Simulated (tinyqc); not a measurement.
Single-domain magnet: Stoner-Wohlfarth switching, Neel-Arrhenius retention, LLG dynamics and spin torque: one step, computed by the program tinyqc. Command: `OMP_NUM_THREADS=1 python tinyqc.py 3022524 3022525 out.jsonl macro walk`. One thread of a shared host (Intel(R) Xeon(R) Processor @ 2.30GHz), about 0.01 s of CPU time with the checks.

The moment is uniform, with unit vector m; z is the easy axis. mu_0 = 1.25663706212e-6 T m/A, gamma = 1.76085963023e11 rad/(s T).

Task: One LLG step. In the time s = gamma mu_0 H_K t: (1 + alpha^2) dm/ds = -m x b - alpha m x (m x b) + a [m x (m x z) - alpha m x z], b = m_z z, a = alpha I/I_c0; Heun steps (Euler predictor, mean of the two slopes) without renormalising; start m = (sin theta_0, 0, cos theta_0), theta_0 = 1/sqrt(2 Delta).

Inputs (values chosen for the exercise, for a model magnet): temperature T = 77 K; damping alpha = 0.072; drive I/I_c0 = 2.8; time step times gamma mu_0 H_K = 0.2.

Shape: thin disc, easy axis normal to it.

stability factor Delta = 387.5641

Give: m at the start; first slope; predictor; second slope; m after the step.

Result:

m at the start: [0.03591, 0.00000, 0.99936]

first slope: [0.004629, 0.036221, -0.000166]

predictor: [0.03684, 0.00724, 0.99932]

second slope: [-0.002559, 0.038087, -0.000182]

m after the step: [0.03612, 0.00743, 0.99932]

Caution: a flat cylinder has a smaller N_z than the spheroid of the same t/d, so K_eff of a real disc is larger.
